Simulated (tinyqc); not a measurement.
Worked calculation: tight binding, kagome lattice. One step of it, computed by the program tinyqc.

Question. Levels at K. Diagonalise the Hermitian matrix.

H(k) at K (eV):
```
                     A                    B                    C
A             0.000000  -0.425000+0.736122i  -0.425000-0.736122i
B  -0.425000-0.736122i             0.000000  -0.425000+0.736122i
C  -0.425000+0.736122i  -0.425000-0.736122i             0.000000
```

Give: eigenvalues.

Answer.

eigenvalues (eV): -0.8500  -0.8500  1.7000
